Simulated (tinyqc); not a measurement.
Thermionic-field emission through a Schottky barrier, WKB: two steps of the calculation.

Metal on an n-type semiconductor with one parabolic valley; V > 0 is forward bias (metal positive). Energies E are counted from the conduction edge of the neutral semiconductor, whose Fermi level lies at -xi; that of the metal lies at -xi - V. The barrier is a parabola of height Vd = phi - xi - V (depletion approximation, no image force).

Inputs (values chosen for the exercise); band and dielectric values those of a made-up semiconductor:
- T = 400 K (temperature)
- me = 0.256 m0 (electron mass)
- eps_r = 7.89 (relative permittivity)
- phi = 1.18 eV (barrier height seen from the metal)
- Nd = 9.8e18 cm^-3 (donor density)
- V = 0.17 V (bias)
- nE = 15 (points of the energy grid)
- Eb = 0.88 eV (upper end of the energy grid)

Constants: q = 1.602176634e-19 C, kB = 1.380649e-23 J/K, hbar = 1.054571817e-34 J s, h = 6.62607015e-34 J s, m0 = 9.1093837015e-31 kg, Vt = kB T/q, eps0 = 8.8541878128e-14 F/cm where lengths are in cm. Results are converted to the units shown.

Question 1. Fermi level, barrier and E00. Nc = 2 (2 pi me m0 kB T/h^2)^1.5 (times 1e-6 for cm^-3); Nd = Nc F12(-xi/Vt), F12(x) = (2/sqrt(pi)) int_0^infinity sqrt(u)/(1 + exp(u - x)) du; E00 = (hbar/2) sqrt(Nd/(me m0 eps0 eps_r)) in SI units (volts). W = sqrt(2 eps0 eps_r Vd/(q Nd)).

Find: Nc; xi; Vd; W; E00; E00/Vt.

Answer 1.

Nc = 5.0043e18 cm^-3
xi = -0.046414 eV
Vd = 1.0564 V
W = 9.6956 nm
E00 = 40.896 meV
E00/Vt = 1.1864

By a common rule of thumb, E00/Vt below 0.5 marks thermionic emission, 0.5 to 5 thermionic-field emission and above 5 field emission. By that rule alone: thermionic-field emission; with a high barrier, tunnelling near its top can carry most of the current even below 0.5.

Question 2. Current density on a coarse grid. For E < Vd, ln T(E) = -(Vd/E00) [sqrt(1 - y) - y ln((1 + sqrt(1 - y))/sqrt(y))], y = E/Vd; T(E) = 1 above. J = A* T (q/kB) int_0^infinity T(E) N(E) dE, N = ln[(1 + exp((-xi - E)/Vt))/(1 + exp((-xi - V - E)/Vt))], A* = 4 pi q me m0 kB^2/h^3 (times 1e-4 for A/(cm^2 K^2)). Simpson's rule on nE equally spaced points from 0 to Eb.

xi = -0.046414168 eV
Vd = 1.0564142 V
E00 = 40.896096 meV

Wanted: E; T(E); N; T(E) N; J.

Answer 2.

| point | E (eV) | T(E) | N | T(E) N |
|---|---|---|---|---|
| 0 | 0.0000 | 6.046e-12 | 1.550 | 9.373e-12 |
| 1 | 0.0629 | 3.271e-10 | 0.4783 | 1.564e-10 |
| 2 | 0.1257 | 5.953e-9 | 0.09477 | 5.641e-10 |
| 3 | 0.1886 | 7.067e-8 | 0.01593 | 1.126e-9 |
| 4 | 0.2514 | 6.293e-7 | 0.002590 | 1.630e-9 |
| 5 | 0.3143 | 4.488e-6 | 4.185e-4 | 1.878e-9 |
| 6 | 0.3771 | 2.661e-5 | 6.758e-5 | 1.799e-9 |
| 7 | 0.4400 | 1.344e-4 | 1.091e-5 | 1.467e-9 |
| 8 | 0.5029 | 5.879e-4 | 1.762e-6 | 1.036e-9 |
| 9 | 0.5657 | 0.002251 | 2.844e-7 | 6.402e-10 |
| 10 | 0.6286 | 0.007601 | 4.592e-8 | 3.490e-10 |
| 11 | 0.6914 | 0.02274 | 7.414e-9 | 1.686e-10 |
| 12 | 0.7543 | 0.06041 | 1.197e-9 | 7.231e-11 |
| 13 | 0.8171 | 0.1423 | 1.932e-10 | 2.750e-11 |
| 14 | 0.8800 | 0.2960 | 3.120e-11 | 9.233e-12 |

J = 0.09806 A/cm^2

The integrand peaks at E = 0.314 eV among these points, 0.30 of the barrier height.

Range of the model: The depletion approximation, a parabolic band and the neglect of image-force lowering make these currents estimates at high doping.

Program tinyqc, `OMP_NUM_THREADS=1 python tinyqc.py 2640049 2640050 out.jsonl`; Intel Xeon 2.30GHz, shared host, one thread, about 0.04 s.
